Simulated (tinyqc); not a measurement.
# Permittivity of the insulator from five potentials

Problem. A node lies on a semiconductor-insulator interface. Steps: hs = tb/2 down into the semiconductor, ho = tox/1 up into the insulator, hy = L/4 sideways. The flux balance of its box reads eox (hy/ho)(above - node) + eps_r (hy/hs)(below - node) + [(eps_r hs + eox ho)/(2 hy)](left + right - 2 node) - q Na (hs/2) hy/eps0 = 0. Find eox.

Values chosen for this exercise; semiconductor permittivity close to that of gallium nitride:
```
symbol,value,unit,meaning
eps_r,9.65,,relative permittivity of the semiconductor
tb,6,nm,half the body thickness
tox,5.8,nm,insulator thickness
L,37,nm,channel length
Na,0,cm^-3,acceptor density of the depleted body
```

Constants: q = 1.602176634e-19 C, eps0 = 8.8541878128e-14 F/cm where lengths are in cm. Results are converted to the units shown.

psi (V): node 0.088927313, above 0.03, below 0.11782954, left 0.15521549, right 0.16534193

Solution. The balance is linear in eox.

eox = 22.0

Program tinyqc, `OMP_NUM_THREADS=1 python tinyqc.py 2480126 2480127 out.jsonl`; Intel Xeon 2.30GHz, shared host, one thread, about 0.1 s.
